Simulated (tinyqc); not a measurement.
Inside a calculation. Method: Luttinger-Kohn k.p, four valence bands. One step of it, computed by the program tinyqc.

Question. Hole masses. E = c [g1 k^2 -/+ 2 sqrt(g2^2 k^4 + 3 (g3^2 - g2^2)(kx^2 ky^2 + ky^2 kz^2 + kz^2 kx^2))] with c = hbar^2/2m, and m* = hbar^2 k^2 / (2 E).

Luttinger parameters chosen for this model; energies are counted downward from the top of the valence band:
```
parameter      value  unit
g1         18.720000
g2          7.310000
g3          7.900000
```

Give: Masses.

Answer.

Masses (electron masses):
```
direction  heavy  light
[100]      0.244  0.030
[110]      0.312  0.029
[111]      0.342  0.029
```
